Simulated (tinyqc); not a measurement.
What moves the results: round or elliptic silicon nanowire with anisotropic valleys (Ritz method). A value that a table varies takes the place of the one given here.

Wire along x = [110] on a (001) wafer, y = [-110], z = [001]. Valley groups (w = inverse masses): A, two valleys along z: w_y = 1/mt, w_z = 1/ml, m_x = mt; B, four valleys in the wafer plane: w_y = (1/ml + 1/mt)/2, w_z = 1/mt, m_x = (ml + mt)/2.

Hard wall on the ellipse (y/a)^2 + (z/b)^2 = 1, c = hbar^2/2m0. With u = y/a, v = z/b the operator is -c [(w_y/a^2) d2/du2 + (w_z/b^2) d2/dv2] on the unit disc. Basis (1 - u^2 - v^2) u^i v^j; S, X and Y are the disc integrals of f f', (df/du)(df'/du) and (df/dv)(df'/dv), from the integral of u^p v^q = 2 Gamma((p+1)/2) Gamma((q+1)/2)/((p + q + 2) Gamma((p+q+2)/2)) for even p, q; H = c (w_y X/a^2 + w_z Y/b^2).

Converged values use 21 functions of each parity class (e or o in u, then in v).

Constants: hbar^2/2m0 = 3.80998211 eV angstrom^2.

Values chosen for the exercise (near those of a Si nanowire; shifted at random, so the results belong to these values and not to a real crystal):
- ml = 0.919 m0 (longitudinal mass)
- mt = 0.192 m0 (transverse mass)
- a = 37 angstrom (semi-axis along y)
- b = 37 angstrom (semi-axis along z)
- asp = (0.4, 0.6, 0.8, 1, 1.3, 1.8, 2.5) (ratios a/b)
- area = 43 nm^2 (cross-section, kept fixed)
- hw = 1.5 (height over mean width)

## Size of the basis

Lowest level of each group with 1, 3, 6 and 21 even functions.

Levels (meV):

| functions | A | B |
|---|---|---|
| 1 | 52.57 | 69.77 |
| 3 | 49.86 | 67.15 |
| 6 | 49.82 | 67.13 |
| 21 | 49.82 | 67.13 |

What can be read from the table?

One function errs by 5.5 % for A and 3.9 % for B, six by 0.00028 and 1.9e-05 meV. The error grows with the axis ratio of the stretched ellipse (2.19, 1.29); for a circle it is 6/5.783 - 1 = 3.7 %.

## Flattening the wire at fixed area

a = sqrt(area x ratio/pi), b = a/ratio, 1 nm^2 = 100 angstrom^2; lowest level of each group.

Levels (eV):

| a/b | a (angstrom) | b (angstrom) | A | B |
|---|---|---|---|---|
| 0.4 | 23.4 | 58.5 | 0.1009 | 0.0791 |
| 0.6 | 28.7 | 47.8 | 0.0718 | 0.0673 |
| 0.8 | 33.1 | 41.4 | 0.0578 | 0.0652 |
| 1.0 | 37.0 | 37.0 | 0.0498 | 0.0671 |
| 1.3 | 42.2 | 32.4 | 0.0433 | 0.0735 |
| 1.8 | 49.6 | 27.6 | 0.0390 | 0.0878 |
| 2.5 | 58.5 | 23.4 | 0.0386 | 0.1107 |

What does this show?

Each group is lowest where its stretched ellipse is a circle, at a/b = sqrt(w_y/w_z): 2.19 for A and 0.78 for B. The lowest group is B in the first row and A in the last, crossing between a/b = 0.6 and 0.8; B - A is -22 meV in the first row and +72 meV in the last.

## Shape of the cross-section

Equal area, hard walls, lowest level of -c (w_y d2/dy2 + w_z d2/dz2), c = hbar^2/2m0. Rectangle W x H with H/W = hw; ellipse with b/a = hw; trapezoid of height H, base W/0.8 and top 0.6 of the base; isosceles triangle of height H and base 2W. Ellipse, trapezoid and triangle by converged Ritz bases; 1 nm^2 = 100 angstrom^2.

Levels:

| shape | A (eV) | B (eV) | B - A (meV) |
|---|---|---|---|
| rectangle | 0.0747 | 0.0717 | -3.0 |
| ellipse | 0.0661 | 0.0659 | -0.2 |
| trapezoid | 0.0702 | 0.0728 | 2.6 |
| triangle | 0.0531 | 0.0852 | 32.1 |

W = 53.5 angstrom
H = 80.3 angstrom

What can be read from the table?

For group A the order is triangle, ellipse, trapezoid, rectangle, spanning 41 %. For group B the order is ellipse, rectangle, trapezoid, triangle, spanning 29 %. The ellipse lies below the rectangle for both groups, since corners hold little of the wave function. The triangle is lowest for A, whose light mass lies across the width and gains from the wide base. The spacing B - A of the valley groups runs from -3 to 32 meV.

## What each parameter does

Lowest level of groups A and B. Each row changes one parameter from the base and keeps the others.

Results:

| case | A (eV) | B (eV) | B - A (meV) |
|---|---|---|---|
| base | 0.0498 | 0.0671 | 17.3 |
| a = 35 angstrom | 0.0545 | 0.0702 | 15.6 |
| b = 40 angstrom | 0.0484 | 0.0611 | 12.7 |
| ml = 1.029 m0 | 0.0488 | 0.0667 | 17.9 |
| mt = 0.173 m0 | 0.0542 | 0.0740 | 19.8 |

What can be read from the table?

The largest shifts from the base row, up to three for each result and ties (the steps differ in size, so this ranks the rows, not the parameters). A (eV): a +0.0047, mt +0.0044, b -0.0014. B (eV): mt +0.0069, b -0.0060, a +0.0030. B - A (meV): b -4.6, mt +2.5, a -1.7.

Computed by tinyqc, a small Python program: `OMP_NUM_THREADS=1 python tinyqc.py 1252132 1252133 out.jsonl` (the numbers bound the seed that draws the inputs); one thread of a shared host (Intel(R) Xeon(R) Processor @ 2.30GHz), about 0.03 s for the whole set of steps.
